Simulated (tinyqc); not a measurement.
From results back to parameters: pi bands of a honeycomb layer in tight binding. Four cases, with inputs chosen for the exercise.

Problem. With nearest hopping t, overlap s0 of neighbours and w the size of the sum of the three phase factors, the levels are -t w/(1 + s0 w) and t w/(1 - s0 w). The levels at Gamma (w = 3) come from hidden t and s0.

Find: t, s0; difference at M (w = 1).

Method. The reciprocals of the sizes add to 2/(3t) and differ by 2 s0/t.

Case 1.

levels at Gamma (eV): lower -5.29412, upper 12.68251

Solution.

t, s0: 2.490  0.137

difference at M (w = 1) = 5.075 eV

Case 2.

levels at Gamma (eV): lower -5.84359, upper 13.03716

Solution.

t, s0: 2.690  0.127

difference at M (w = 1) = 5.468 eV

Case 3.

levels at Gamma (eV): lower -7.12382, upper 12.55525

Solution.

t, s0: 3.030  0.092

difference at M (w = 1) = 6.112 eV

Case 4.

levels at Gamma (eV): lower -5.62500, upper 9.66033

Solution.

t, s0: 2.370  0.088

difference at M (w = 1) = 4.777 eV

Computed by tinyqc, one run a case: `OMP_NUM_THREADS=1 python tinyqc.py N N+1 out.jsonl` with N = 1450134, 1450254, 1450306, 1450441; one thread of a shared Intel(R) Xeon(R) Processor @ 2.30GHz, about 0.01 s a run at most.
